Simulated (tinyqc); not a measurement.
Off-state leakage of single and stacked transistors: subthreshold current against the height of the stack.

n-channel devices of unit width. Subthreshold current I(Vg, Vs, Vd) = I0 (T/300 K)^0.5 exp[(Vg - Vs - VT(T) - gb (Vs - Vb) + dd (Vd - Vs))/(nf Vt)] (1 - exp(-(Vd - Vs)/Vt)), VT(T) = VT - cT (T - 300 K). Gate-edge tunnelling Ig (Vd/1 V) exp(ag (Vd - 1 V)), for a gate at 0 V, and band-to-band leakage Ab u exp(-Bb/u), u = Vd - Vb + 1 V, flow at a drain held at V; both are taken as independent of T. In a stack of off transistors (all gates at 0 V) the same subthreshold current passes through each.

All n gates at 0 V, bottom source at 0 V, top drain at V; node voltages follow from equal currents.

Parameters, values chosen for the exercise; values of the order met in bulk silicon logic transistors:
- T = 330 K (temperature)
- V = 1 V (supply voltage)
- VT = 0.41 V (threshold at 300 K, zero drain and body bias)
- cT = 0.6 mV/K (fall of the threshold with temperature)
- I0 = 0.13 uA/um (current at threshold at 300 K)
- nf = 1.3 (slope factor)
- dd = 0.07 (drain-induced lowering per volt)
- gb = 0.11 (rise of the threshold per volt of source-body bias)
- Vb = 0 V (body voltage)

Constants: q = 1.602176634e-19 C, kB = 1.380649e-23 J/K, Vt = kB T/q. Results are converted to the units shown.

Results:
```
n,I (nA/um),reduction factor,drain voltage of the bottom device (mV),source voltage of the top device (mV),voltage across the top device (V)
1,0.02248,1.000,1000,0,1.000
2,0.003329,6.754,59.84,59.84,0.9402
3,0.001796,12.52,20.32,79.17,0.9208
5,9.378e-4,23.98,9.041,99.53,0.9005
6,7.573e-4,29.69,7.093,106.2,0.8938
```

Estimate the missing row, n = 4.

Computed row:
```
n,I (nA/um),reduction factor,drain voltage of the bottom device (mV),source voltage of the top device (mV),voltage across the top device (V)
4,0.001232,18.25,12.49,90.99,0.9090
```

With this row back in the table: The second transistor cuts the current by a factor of 6.75, the third by a further 1.85 and the sixth by 1.24. The top device keeps 89.4 % of the supply at n = 6, while the drain voltage of the bottom one falls to 0.249 Vt.

tinyqc, about 0.03 s, one thread, Intel Xeon 2.30GHz (shared host): `OMP_NUM_THREADS=1 python tinyqc.py 2242054 2242055 out.jsonl`
